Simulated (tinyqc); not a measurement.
Screening unbinds the donor: static screening by free carriers.

kF = (3 pi^2 n/Mv)^(1/3), EF = c kF^2/m with c = hbar^2/2m0, n in 1/angstrom^3 (1e-24 per 1/cm^3), e2 = e^2/(4 pi eps0). Thomas-Fermi: qTF^2 = 6 pi e2 n/(eps EF). Debye: qD^2 = 4 pi e2 n/(eps kB T).

F_j(eta) = (1/Gamma(j + 1)) integral_0^infinity x^j dx/(1 + exp(x - eta)), which tends to exp(eta) for eta << 0.

At finite T: qs^2 = qD^2 F_-1/2(eta)/F_1/2(eta), where n = Mv N F_1/2(eta) and N = 2 (m kB T/(4 pi c))^(3/2) with c = hbar^2/2m0, in 1/angstrom^3; times 1e24 for 1/cm^3.

Donor in the screened potential -(e2/eps) exp(-qs r)/r with the trial function exp(-r/a): E(a) = c/(m a^2) - (e2/eps) 4/(a (2 + qs a)^2), e2 = e^2/(4 pi eps0), c = hbar^2/2m0; isotropic mass.

Constants: hbar^2/2m0 = 3.80998211 eV angstrom^2; e^2/(4 pi eps0) = 14.39964547 eV angstrom; kB = 8.617333262e-05 eV/K; a0 (Bohr radius) = 0.5291772105 angstrom.

Values chosen for the exercise (near those of Ge; shifted at random, so the results belong to these values and not to a real crystal): m = 0.2199 m0 (mass of one isotropic valley); Mv = 4 (valleys); eps = 16.1 (background dielectric constant); T = 300 K.

All carriers n are taken as free and screen with qs(T); E(a) is minimised over a; a dash marks no bound state. aB = a0 eps/m.

Donor level:

| n (1/cm^3) | n^(1/3) aB | qs aB | E (meV) | a/aB |
|---|---|---|---|---|
| 1.0e+14 | 0.018 | 0.008 | -11.36 | 1.000 |
| 1.0e+15 | 0.039 | 0.026 | -10.96 | 1.000 |
| 6.0e+15 | 0.070 | 0.063 | -10.16 | 1.003 |
| 2.0e+16 | 0.105 | 0.114 | -9.12 | 1.009 |
| 5.0e+16 | 0.143 | 0.180 | -7.88 | 1.021 |
| 1.0e+17 | 0.180 | 0.255 | -6.63 | 1.039 |
| 3.0e+17 | 0.259 | 0.440 | -4.06 | 1.112 |
| 7.0e+17 | 0.344 | 0.668 | -1.81 | 1.272 |

aB = 38.7 angstrom

How do the results move, and what explains it?

The level rises from -11.36 meV at the lowest density to -1.81 meV at 7e+17 1/cm^3, against -11.54 meV unscreened. It stays bound over this range. This trial function loses binding at qs aB = 1 and the exact Yukawa problem at 1.19; the Mott rule of thumb is n^(1/3) aB = 0.26, which the last bound row of this table passes: the rule belongs to low temperature, and thermal carriers screen more weakly.

Computed by tinyqc, a small Python program: `OMP_NUM_THREADS=1 python tinyqc.py 1681579 1681580 out.jsonl` (the numbers bound the seed that draws the inputs); one thread of a shared host (Intel(R) Xeon(R) Processor @ 2.30GHz), about 0.01 s for the whole set of steps.
